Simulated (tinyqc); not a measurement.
## Bandgap voltage reference from two bipolar transistors: output against temperature

Two transistors of area 1 and N carry the same current I. Is(T) = Is (T/T0)^eta exp[(Vg0 q/kB)(1/T0 - 1/T)], VBE1 = Vt ln(I/Is(T)) + I rb, VBE2 = Vt ln(I/(N Is(T))) + I rb/N. The amplifier forces I R1(T) = VBE1 - VBE2 + Vos, with R(T) = R (1 + tc (T - T0)) for both resistors, and the output is Vref = VBE1 + I R2(T). Base currents and the Early effect are neglected.

Vt = kB T/q; I = (Vt ln N + Vos)/(R1(T) - rb (1 - 1/N)).

Parameters, values chosen for the exercise; values of the order met in silicon bipolar transistors: reference temperature T0 = 300 K; band-gap voltage extrapolated to 0 K Vg0 = 1.197 V; temperature exponent of the saturation current eta = 4; saturation current of the unit transistor at T0 Is = 5.3e-18 A; area ratio of the second transistor N = 15; resistor across which the difference of VBE falls, at T0 R1 = 15 kohm; temperature coefficient of both resistors tc = 0 ppm/K; offset of the amplifier Vos = 0 mV; series resistance of the unit transistor rb = 0 ohm; output resistor at T0 R2 = 114.7 kohm.

Constants: q = 1.602176634e-19 C, kB = 1.380649e-23 J/K. Results are converted to the units shown.

Output against temperature:

| T (K) | I (uA) | VBE1 (V) | I R2 (V) | Vref (V) | Vref - Vref(T0) (mV) | dVref/dT (uV/K) |
|---|---|---|---|---|---|---|
| 218 | 3.392 | 0.8619 | 0.3890 | 1.251 | 4.502 | -11.44 |
| 233 | 3.625 | 0.8348 | 0.4158 | 1.251 | 4.200 | -28.64 |
| 253 | 3.936 | 0.7983 | 0.4515 | 1.250 | 3.411 | -49.93 |
| 273 | 4.247 | 0.7614 | 0.4872 | 1.249 | 2.213 | -69.60 |
| 298 | 4.636 | 0.7148 | 0.5318 | 1.247 | 0.1862 | -92.25 |
| 323 | 5.025 | 0.6676 | 0.5764 | 1.244 | -2.384 | -113.1 |
| 348 | 5.414 | 0.6199 | 0.6210 | 1.241 | -5.455 | -132.3 |
| 373 | 5.803 | 0.5718 | 0.6656 | 1.237 | -8.990 | -150.3 |
| 398 | 6.192 | 0.5232 | 0.7102 | 1.233 | -12.96 | -167.1 |
| 423 | 6.581 | 0.4742 | 0.7548 | 1.229 | -17.33 | -182.8 |

What does the comparison show?

VBE1 falls by 1.89 mV/K on average and I R2 rises by 1.78 mV/K. The slope of Vref vanishes at T = 209 K. Between 233 and 398 K Vref spans 17.2 mV, or 83.6 ppm/K by the box method (span over the average over T, over 165 K).

tinyqc, about 0.02 s, one thread, Intel Xeon 2.30GHz (shared host): `OMP_NUM_THREADS=1 python tinyqc.py 2062046 2062047 out.jsonl`
